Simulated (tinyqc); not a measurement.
Which clusters to keep: cluster expansion of a binary alloy: correlations, fit, cross-validation and ground states. Computed by tinyqc, a small Python program. Command: `OMP_NUM_THREADS=1 python tinyqc.py 3010209 3010210 out.jsonl clex walk`. One thread of a shared host (Intel(R) Xeon(R) Processor @ 2.30GHz), about 0.08 s of CPU time with the checks.

s = +1 for A and -1 for B. Energy per site E = J0 + J1 P(point) + sum over clusters of m V P, with P the mean product of spins; V > 0 on a pair favours unlike neighbours. Clusters per site m: pair 1 2, pair 2 2, pair 3 2, triplet 4; the triplet is two first-neighbour bonds at a right angle. Formation energies are counted from the line between pure A and pure B, which removes J0 and J1.

Inputs (values chosen for the exercise, for a model alloy):
```
quantity                    value      unit
first-pair interaction V1    25.5       meV
second-pair interaction V2    5.8       meV
third-pair interaction V3     1.9       meV
triplet interaction Vt          4       meV
noise amplitude               6.8  meV/site
```

Lattice: square.

Method:
- Design matrix of formation energies: m (P - 1) for pairs and m (P(triplet) - P(point)) for the triplet; x = (1 - P(point))/2.
- Exact: X V with V = (V1, V2, V3, Vt). The data to fit add the noise amplitude times the normal numbers, standing for what the clusters leave out.
- For each set, H = X (X^T X)^-1 X^T over the structures between the ends; residual e = E - H E; leave-one-out error e_i/(1 - H_ii); both as root mean squares.

correlations P, counted on periodic cells:
```
                      point    pair 1    pair 2    pair 3   triplet
A                   1.00000   1.00000   1.00000   1.00000   1.00000
A3B p(2x2)          0.50000   0.00000   0.00000   1.00000  -0.50000
A3B c(4x2)          0.50000   0.00000   0.00000   0.50000  -0.50000
A2B diagonal rows   0.33333  -0.33333   0.33333  -0.33333  -0.33333
A2B rows            0.33333   0.33333  -0.33333   0.33333   0.33333
AB c(2x2)           0.00000  -1.00000   1.00000   1.00000   0.00000
AB p(2x1)           0.00000   0.00000  -1.00000   1.00000   0.00000
A2B2 rows           0.00000   0.50000   0.00000   0.00000   0.00000
AB2 diagonal rows  -0.33333  -0.33333   0.33333  -0.33333   0.33333
AB2 rows           -0.33333   0.33333  -0.33333   0.33333  -0.33333
AB3 p(2x2)         -0.50000   0.00000   0.00000   1.00000   0.50000
AB3 c(4x2)         -0.50000   0.00000   0.00000   0.50000   0.50000
B                  -1.00000   1.00000   1.00000   1.00000  -1.00000
```

standard normal numbers for the noise (0 for the pure ends): A 0.000, A3B p(2x2) -0.087, A3B c(4x2) 0.447, A2B diagonal rows -0.750, A2B rows -0.202, AB c(2x2) -0.552, AB p(2x1) -0.553, A2B2 rows 1.416, AB2 diagonal rows 1.597, AB2 rows 0.555, AB3 p(2x2) -0.448, AB3 c(4x2) -0.714, B 0.000

X:
```
                     pair 1    pair 2    pair 3   triplet
A                   0.00000   0.00000   0.00000   0.00000
A3B p(2x2)         -2.00000  -2.00000   0.00000  -4.00000
A3B c(4x2)         -2.00000  -2.00000  -1.00000  -4.00000
A2B diagonal rows  -2.66667  -1.33333  -2.66667  -2.66667
A2B rows           -1.33333  -2.66667  -1.33333   0.00000
AB c(2x2)          -4.00000   0.00000   0.00000   0.00000
AB p(2x1)          -2.00000  -4.00000   0.00000   0.00000
A2B2 rows          -1.00000  -2.00000  -2.00000   0.00000
AB2 diagonal rows  -2.66667  -1.33333  -2.66667   2.66667
AB2 rows           -1.33333  -2.66667  -1.33333   0.00000
AB3 p(2x2)         -2.00000  -2.00000   0.00000   4.00000
AB3 c(4x2)         -2.00000  -2.00000  -1.00000   4.00000
B                   0.00000   0.00000   0.00000   0.00000
```

data (meV/site): A 0.000, A3B p(2x2) -79.192, A3B c(4x2) -77.460, A2B diagonal rows -96.567, A2B rows -53.374, AB c(2x2) -105.754, AB p(2x1) -77.960, A2B2 rows -31.271, AB2 diagonal rows -59.274, AB2 rows -48.226, AB3 p(2x2) -49.646, AB3 c(4x2) -53.355, B 0.000

Fits:
```
clusters     fit error (meV/site)  leave-one-out error (meV/site)  largest H_ii
V1                         14.387                          16.468       0.29209
V1 V2                      11.626                          13.162       0.64793
V1 V3                      14.335                          19.344       0.51613
V1 V2 Vt                    4.531                           5.822       0.64793
V1 Vt                       9.611                          11.843       0.29209
V1 V2 V3                   11.578                          15.865       0.75527
V1 V3 Vt                    9.533                          14.422       0.51613
V1 V2 V3 Vt                 4.409                           7.428       0.75527
```

leave-one-out error without pair 3 = 5.8223 meV/site

leave-one-out error with all four = 7.4275 meV/site

What does the comparison show, and why?

The fit error can only fall as clusters are added, to 4.41 meV with all four. The leave-one-out error is least for V1 V2 Vt (5.82 meV), and all four give 7.43: the extra terms fit noise more than signal.

Extremes, crossings and ranges named in words are read from the listed rows.
